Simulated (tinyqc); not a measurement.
Speciation in dilute and buffered hydrofluoric acid, oxide etch rate and bath loading. From pH back to HF added. Computed by tinyqc, a small Python program. Command: `OMP_NUM_THREADS=1 python tinyqc.py 3121572 3121573 out.jsonl hfetch inv`. One thread of a shared host (Intel(R) Xeon(R) Processor @ 2.30GHz), about 0.01 s of CPU time with the checks.

Concentrations stand for activities, NH4+ and Cl- are spectators, and water ionisation is neglected. H, F and HF2 denote the ions H+, F- and HF2-. The base temperature is 298 K.

Inputs (values chosen for the exercise, of the order of those for thermal oxide at room temperature):
```
quantity                 value   unit
NH4F added                0.02  mol/L
HCl added                    0  mol/L
K1 = [H][F]/[HF]      0.000658  mol/L
K2 = [HF2]/([HF][F])       4.5  L/mol
K3 = [H2F2]/[HF]^2           3  L/mol
```

Method. Fluoride balance: [HF] + [F] + 2 [HF2] + 2 [H2F2] = HF added + NH4F added. Acid balance: [H] + [HF] + [HF2] + 2 [H2F2] = HF added + HCl added. For a trial [H], [HF] = [H][F]/K1, and the fluoride balance is a quadratic in [F]. The root is refined to 1e-13 in pH = -log10 [H].

Task: A run gave the result below. Find the HF added, known to lie between 0.016 and 0.04 mol/L.

pH = 3.078325

Result:

Each step takes the trial c = (a f_b - b f_a)/(f_b - f_a), f being the result less the target and a, b, c the logarithms of the listed values; c replaces end b, the old b replaces a if the sign of f changed, and otherwise f_a is halved.

Scan of the range:
```
HF added (mol/L)       pH
0.0160            3.34265
0.0186            3.27932
0.0217            3.21480
0.0253            3.15088
0.0295            3.08731
0.0343            3.02532
0.0400            2.96257
```

False position (Illinois rule, in the logarithm of the input) inside the bracket:
```
step      end a      end b      trial       pH
1     0.0295000  0.0343000  0.0301519  3.07830
2     0.0295000  0.0301519  0.0301481  3.07835
3     0.0301519  0.0301481  0.0301500  3.07832
```

pH falls at every point of a 13-point scan of the range (every second point is shown), so one value fits; it is bracketed by 0.0295 and 0.0343. Answer: HF added = 0.03015 mol/L.
